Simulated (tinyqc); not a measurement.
Worked calculation: ion implantation: universal nuclear stopping, Lindhard-Scharff electronic stopping and a Gaussian range profile. Computed by tinyqc, a small Python program that keeps every step. Command: `OMP_NUM_THREADS=1 python tinyqc.py 3022613 3022614 out.jsonl implant walk`. One thread of a shared host (Intel(R) Xeon(R) Processor @ 2.30GHz), about 0.07 s of CPU time with the checks. Intermediate numbers are printed to about 5 digits and carried at full precision; extremes and crossings named in words are read from the listed rows.

An ion slows by elastic collisions with screened nuclei and by friction with electrons; channelling is ignored and the target is uniform.

Inputs (values chosen for the exercise, modelled on boron ions in diamond): ion atomic number Z1 = 5; ion mass M1 = 11 u; target atomic number Z2 = 6; target mass M2 = 12.01 u; target density N = 176.3 1/nm^3; ion energy E = 7.5 keV; scale factor of electronic stopping k = 1; dose Q = 9.2e+14 1/cm^2; background C_B = 6.1e+15 1/cm^3; displacement energy E_d = 40 eV; tilt angle = 7 degrees; screen thickness d = 8 nm.

Follow-up: tilt and screen oxide.

## Stopping at the entry energy

Reduced energy eps = 32.53 M2 E/(Z1 Z2 (M1 + M2)(Z1^0.23 + Z2^0.23)), E in keV; s_n = ln(1 + 1.1383 eps)/(2 (eps + 0.01321 eps^0.21226 + 0.19593 eps^0.5)) for eps up to 30 and ln(eps)/(2 eps) above; S_n = 8.462 Z1 Z2 M1 s_n/((M1 + M2)(Z1^0.23 + Z2^0.23)) in 1e-15 eV cm^2. S_e = k 3.83 Z1^(7/6) Z2/(Z1^(2/3) + Z2^(2/3))^(3/2) sqrt(E/M1) in 1e-15 eV cm^2, E in keV. dE/dx = N (S_n + S_e); 1e-15 eV cm^2 = 0.1 eV nm^2.

reduced energy eps = 1.4350

s_n = 0.28750

S_n = 11.796 x 1e-15 eV cm^2

S_e = 7.9862 x 1e-15 eV cm^2

energy loss dE/dx = 348.75 eV/nm

Nuclear stopping carries 60 % of the loss at entry.

## Range and straggle

Path length R = int_0^E dE'/(N (S_n + S_e)); energy lost to nuclei nu = int_0^E S_n/(S_n + S_e) dE' (both with E' = E y^3 and 64 Gauss-Legendre points in y). Estimates of Lindhard type: R_p = R/(1 + M2/(3 M1)), straggle dR_p = (2/3) R_p sqrt(M1 M2)/(M1 + M2).

path length R = 23.929 nm

projected range R_p = 17.544 nm

straggle dR_p = 5.8423 nm

energy lost to nuclei nu = 5.3976 keV

72 % of the energy goes to nuclei over the whole path.

## Gaussian profile

C(x) = C_p exp(-(x - R_p)^2/(2 dR_p^2)) with C_p = Q/(sqrt(2 pi) dR_p), 1 nm = 1e-7 cm; the profile falls to the background at x_j = R_p + dR_p sqrt(2 ln(C_p/C_B)); the peak atomic fraction is C_p/N.

peak concentration C_p = 6.2822e+20 1/cm^3

Depth x_j where C falls to C_B = 45.614 nm

peak atomic fraction = 0.0035634

## Damage

Kinchin-Pease count with efficiency 0.8: N_d = 0.8 nu/(2 E_d), taking all of nu as damage energy (an upper estimate, as recoils also lose energy to electrons). Spread over a depth R_p + dR_p, displacements per atom = Q N_d/(N (R_p + dR_p)).

displacements per ion N_d = 53.976

displacements per atom = 0.12044

One displacement per atom would need a dose of 7.6e15 per cm^2 if no defects annealed.

## Tilt and screen

Depths scale with cos(tilt): R_p cos and dR_p cos (lateral straggle ignored); the screen stops like the target. Fraction in the substrate = (1/2) erfc((d - R_p cos)/(sqrt2 dR_p cos)); peak depth below the screen = R_p cos - d.

fraction in the substrate = 0.94774

peak depth below the screen = 9.4131 nm

5.2 % of the dose does not reach the substrate.

## Nuclear against electronic stopping over energy

The formulas are those given above.

Stopping (1e-15 eV cm^2) and range:
```
E (keV)         eps     S_n     S_e  R (nm)     nu/E
1        1.9134e-01  14.117   2.916    4.68  0.86545
2        3.8267e-01  14.412   4.124    7.85  0.83375
5        9.5668e-01  13.012   6.521   16.72  0.76453
10       1.9134e+00  10.784   9.222   31.06  0.68145
20       3.8267e+00   8.143  13.041   58.65  0.56772
50       9.5668e+00   4.982  20.620  131.67  0.38953
100      1.9134e+01   3.204  29.162  229.65  0.26346
200      3.8267e+01   1.954  41.241  379.88  0.16481
500      9.5668e+01   0.978  65.207  691.19  0.08104
```

Nuclear stopping peaks near 2 keV among these rows (eps = 0.38; the universal curve peaks near 0.3). Electronic stopping overtakes it between 10 and 20 keV. The path length grows as E^0.75 at the low end and E^0.65 at the high end; constant stopping would give E^1, and stopping that rises with E, be it nuclear (below its peak) or electronic, gives a lower exponent.

Checks made by the program: range against adaptive quadrature (relative difference 3e-06).
